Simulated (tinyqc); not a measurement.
Inside a calculation: free and nearly free electrons in a metal. Values are carried at full precision from step to step, so a last printed digit may differ when a step is redone from the rounded ones.

The cubic cell holds 4 atoms: n = 4 z/a^3, kF = (3 pi^2 n)^(1/3), EF = c kF^2/m, vF = 2 c kF/(m hbar), c = hbar^2/2m0; rs = (3/(4 pi n))^(1/3)/a0; D(EF) = 3 n/(2 EF).

Constants: hbar^2/2m0 = 3.80998211 eV angstrom^2; hbar = 6.58211957e-16 eV s; a0 (Bohr radius) = 0.5291772105 angstrom; kB = 8.617333262e-05 eV/K.

Inputs chosen for the exercise (near those of Cu, whose d bands this model ignores; the results hold for these values, not for the real material):
- a = 3.636 angstrom (fcc lattice constant)
- z = 1 (free electrons an atom)
- m = 1.06 m0 (mass)
- rho = 1.79 micro-ohm cm (bulk resistivity)
- T = 300 K
- V = 0.47 eV (|V_G| for G = (111))
- x = 0.93 (k along G as a share of |G|/2)

## The Fermi sphere

Evaluate the free-electron quantities.

n = 0.08321 1/angstrom^3
kF = 1.3506 1/angstrom
EF = 6.557 eV
vF = 1.475e+06 m/s
rs = 2.685
D(EF) per atom = 0.2288 1/eV

## Relaxation time and mean free path

Drude: 1/rho = n e^2 tau/(m m0) with e = 1.602176634e-19 C and m0 = 9.1093837e-31 kg; mean free path l = vF tau; rho l = hbar kF/(n e^2) = 12 pi^3 hbar/(e^2 S) with S = 4 pi kF^2 does not depend on tau or m.

Use SI units: n in 1/m^3 (1e30 per 1/angstrom^3), rho in ohm m (1e-8 per micro-ohm cm).

tau = 25.25 fs
l = 37.25 nm
rho l = 6.668 1e-16 ohm m^2

Wires lose conductivity to surfaces and grain boundaries, with an excess that scales as rho l over the width and is of the order of rho itself at a width of l = 37 nm.

## Thermal quantities

gamma = (pi^2/3) kB^2 D(EF) per atom, times 96485.33 x 1e3 for mJ/(mol K^2); mu(T) = EF (1 - (pi kB T/EF)^2/12); Wiedemann-Franz kappa = L0 T/rho with L0 = (pi^2/3) (kB/e)^2, kB/e in V/K.

gamma = 0.539 mJ/(mol K^2)
mu - EF = -0.0838 meV
kappa = 409 W/(m K)

## The sphere against the zone faces

Take G = (hkl) 2 pi/a for (111), (200) and (220), with the number of equivalent faces. The Bragg plane of G lies at |G|/2 with |G| = (2 pi/a) sqrt(h^2 + k^2 + l^2). Where kF exceeds it, the sphere cuts the plane in a circle of radius sqrt(kF^2 - G^2/4).

Distance and circle for each G:
```
G      faces  |G|/2 (1/angstrom)  kF/(|G|/2)  circle radius
(111)      8              1.4965      0.9025              -
(200)      6              1.7280      0.7816              -
(220)     12              2.4438      0.5527              -
```

The sphere stays inside the first zone; it reaches 0.903 of the way to the nearest faces.

## Two plane waves near the face

Two plane waves k and k - G, G = (111) (2 pi/a): H = [[c k^2/m, V], [V, c (k - G)^2/m]] with c = hbar^2/2m0.

Build H for k along G, diagonalise, and give the weight of the first wave in the lower state and its velocity along G relative to a free electron, (w k + (1 - w)(k - G))/k.

H (eV):
```
        1       2
1  6.9624  0.4700
2  0.4700  9.2163
```

levels (eV): 6.8683  9.3104

w = 0.9615
v/v_free = 0.9172

The splitting is 2.442 eV here and 2V = 0.94 eV on the face, where the normal velocity vanishes. There the lower band lies at 7.580 eV, above the free EF of 6.557 eV, so the Fermi surface does not reach the face. The real noble metals have necks on these faces, through a gap of 4 to 5 eV at L and their d bands.

## Checks

- Lower level against the closed form of the 2 x 2 problem (eV): both 6.8683.
- The product rho l against hbar kF/(n e^2) (1e-16 ohm m^2): both 6.668.

Computed by tinyqc, a small Python program: `OMP_NUM_THREADS=1 python tinyqc.py 1680520 1680521 out.jsonl` (the numbers bound the seed that draws the inputs); one thread of a shared host (Intel(R) Xeon(R) Processor @ 2.30GHz), about 0.01 s for the whole set of steps.
